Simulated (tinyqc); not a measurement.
Debye-Callaway model of lattice thermal conductivity. From kappa back to vacancy fraction n_v. Computed by tinyqc, a small Python program. Command: `OMP_NUM_THREADS=1 python tinyqc.py 3001580 3001581 out.jsonl callaway inv`. One thread of a shared host (Intel(R) Xeon(R) Processor @ 2.30GHz), about 0.04 s of CPU time with the checks.

Three acoustic branches with one velocity v, cut at omega_D = k_B Theta/hbar; x = hbar omega/(k_B T). v and Theta are separate inputs: Theta cuts off the heat-carrying modes, so C need not reach 3 k_B/V. gamma is an effective value that sets the umklapp rate.

Inputs (values chosen for the exercise, for a model crystal):
```
quantity                              value        unit
sound velocity v                       9800         m/s
Debye temperature Theta                 925           K
volume per atom V                      24.7  angstrom^3
mean atomic mass M                       67           u
effective Grueneisen parameter gamma  0.715           -
umklapp exponent divisor b                3           -
Casimir length L                        190  micrometre
temperature T                           300           K
```

Sample: crystal. Point defects: vacancies. Normal processes: left out.

Constants: k_B = 1.380649e-23 J/K; hbar = 1.054571817e-34 J s; u = 1.6605390666e-27 kg.

Method:
- A vacancy counts as a mass defect Delta M/M = -3 (the missing mass and twice its bonds), so Gamma = 9 n_v. A = V Gamma/(4 pi v^3).
- Rates: point defects A omega^4; umklapp B omega^2 T exp(-Theta/(b T)) with B = hbar gamma^2/(M v^2 Theta). Boundaries: v/L.
- kappa_1 = c int tau_C g dx, g = x^4 e^x/(e^x - 1)^2, c = (k_B/(2 pi^2 v)) (k_B T/hbar)^3, over 0 < x < min(Theta/T, 40), by 96 Gauss-Legendre points in s with x = x_max s^2; tau_C = tau_R, the inverse of the summed rates, and kappa = kappa_1.
- Heat capacity C = 3 c int g dx / v^2; grey free path 3 kappa/(C v); the median free path v tau_C halves kappa_1 when the quadrature points are ordered by free path (each counted at half its weight, interpolated in the logarithm); likewise at 10 % and 90 %.

Problem. A run gave the result below. Find the vacancy fraction n_v, known to lie between 0.0013 and 0.0031.

kappa = 253.1189 W/(m K)

Solution.

Each step takes the trial c = (a f_b - b f_a)/(f_b - f_a), f being the result less the target and a, b, c the logarithms of the listed values; c replaces end b, the old b replaces a if the sign of f changed, and otherwise f_a is halved.

Scan of the range:
```
vacancy fraction n_v  kappa (W/(m K))
0.00130                       387.106
0.00150                       351.645
0.00174                       318.089
0.00201                       288.376
0.00232                       261.441
0.00268                       236.764
0.00310                       214.112
```

False position (Illinois rule, in the logarithm of the input) inside the bracket:
```
step       end a       end b       trial  kappa (W/(m K))
1     0.00232000  0.00268000  0.00243565          252.859
2     0.00232000  0.00243565  0.00242868          253.356
3     0.00243565  0.00242868  0.00243200          253.119
4     0.00242868  0.00243200  0.00243200          253.119
```

Kappa falls at every point of a 13-point scan of the range (every second point is shown), so one value fits; it is bracketed by 0.00232 and 0.00268. Answer: vacancy fraction n_v = 0.002432.
